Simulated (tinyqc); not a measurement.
Dielectric surroundings: exciton in an atomically thin sheet (Rytova-Keldysh potential).

Relative motion in the plane with V(k) = -2 pi q/(k (kap + r0 k)), q = e^2/(4 pi eps0), c = hbar^2/2m0. Normalised Gaussians exp(-a_i r^2): with A = a_i + a_j, S_ij = 2 sqrt(a_i a_j)/A, T_ij = (4c/mu)(a_i a_j/A) S_ij, V_ij = -q S_ij times the integral over k from 0 to infinity of exp(-k^2/4A)/(kap + r0 k).

Converged values use 20 Gaussians with exponents 2^i/b^2, i = -11 to 8, b the larger of a0 kap/(2 mu) and sqrt(a0 r0/mu), a0 = 0.5291772 angstrom; p states use r exp(i theta) exp(-a r^2).

Constants: hbar^2/2m0 = 3.80998211 eV angstrom^2; e^2/(4 pi eps0) = 14.39964547 eV angstrom; Ry = 13.60569312 eV.

Inputs chosen for the exercise (out of a larger set: near those of a MoSe2 monolayer; not measured data): r0 = 48.1 angstrom (screening length of the sheet); kaps = (1, 2, 3, 4, 6, 9, 15) (surroundings).

mu = 0.286171 m0

Converged 1s and 2s bindings; the hydrogen value is 4 Ry mu/kap^2.

Bindings (meV):
```
kap      1s     2s  2s line - 1s line  hydrogen 1s  1s/2s
1.00  514.6  250.0              264.6        15574   2.06
2.00  346.3  131.9              214.4         3894   2.63
3.00  259.9   82.6              177.3         1730   3.15
4.00  205.4   56.5              148.9          973   3.63
6.00  140.0   31.2              108.8          433   4.49
9.00   88.9   16.2               72.7          192   5.50
15.0   44.9    6.6               38.3           69   6.78
```

The 1s binding falls by a factor 11.5 where the hydrogen model gives 225; the local exponent d ln E/d ln kap moves from -0.57 to -1.34, towards -2. The ratio 1s/2s climbs from 2.1 to 6.8, towards the hydrogen value 9, as r0/kap shrinks from 48.1 to 3.2 angstrom.

Run: tinyqc, `OMP_NUM_THREADS=1 python tinyqc.py 1251172 1251173 out.jsonl`; Intel(R) Xeon(R) Processor @ 2.30GHz, one thread, shared host; about 0.03 s of CPU time with all checks.
